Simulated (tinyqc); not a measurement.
The choice of windows: ionisation potential and affinity of a slab from the planar-averaged potential.

A model of the planar-averaged electrostatic energy of an electron in a periodic cell of N1 periods of A (L1 = N1 n1 h) and N2 periods of vacuum (L2 = N2 n2 h), on z_j = j h: V(z) = f VA + (1 - f) VB + F t(z), VA = V1[0] + V1[1] cos(2 pi z/(n1 h)) + V1[2] cos(4 pi z/(n1 h)), VB the same with V2, n2 and z - L1. f = [tanh(z/w) - tanh((z - L1)/w) + tanh((z - L1 - L2)/w)]/2 + 1/2; t(z) = z - L1/2 in A and (L1/L2)(L1 + L2/2 - z) beyond, so that the cell is periodic.

Running mean over n points, periodic: for odd n the plain mean of the n points centred on j; for even n the n + 1 points with half weight at both ends. The macroscopic average applies the mean over n1 points and then over n2 points.

Values chosen for the exercise (gap near that of GaAs; not measured data): h = 0.35 angstrom (grid step); n1 = 5 (grid points per period of A); n2 = 7 (grid points per period of the vacuum filter); N1 = 4 (periods of A); N2 = 5 (periods of vacuum); V1 = (-11.21, 1.23, -0.02) eV (mean and two harmonics of the potential in A); V2 = (0, 0, 0) eV (the same in vacuum); w = 0.45 angstrom (width of the interfaces); F = 0 eV/angstrom (slope in A from opposite charges on the two interfaces).

dV read at j = 10 and 37 after means over the numbers of points listed; ripple is the spread over the five points around each.

Results:

| windows | dV (eV) | ripple in A (meV) | ripple in vacuum (meV) |
|---|---|---|---|
| none | 10.000 | 2211 | 0 |
| 5 only | 11.210 | 0 | 0 |
| 7 only | 11.496 | 516 | 0 |
| 6 only | 11.377 | 301 | 0 |
| 6, 8 | 11.180 | 24 | 0 |
| 5, 7 | 11.210 | 5 | 0 |

Which rows can be used, and how does a wrong window show?

The last row matches both periods and lies 0 meV from the value of a thick cell, V2[0] - V1[0] = 11.210 eV. Against it the raw potential errs by -1.21 eV. Within 20 meV of it lie: 5 only. A window one point too long leaves a ripple of 301 meV in A, against 5 meV in the last row: the ripple is the sign to look for. Rows to use, with under 30 meV of ripple in both regions once the tilt is taken off: 5 only, 6, 8 and 5, 7. A row with a large ripple can hit the right value only by chance.

Program tinyqc; command `OMP_NUM_THREADS=1 python tinyqc.py 1851073 1851074 out.jsonl`; about 0.01 s on one thread of a shared Intel(R) Xeon(R) Processor @ 2.30GHz.
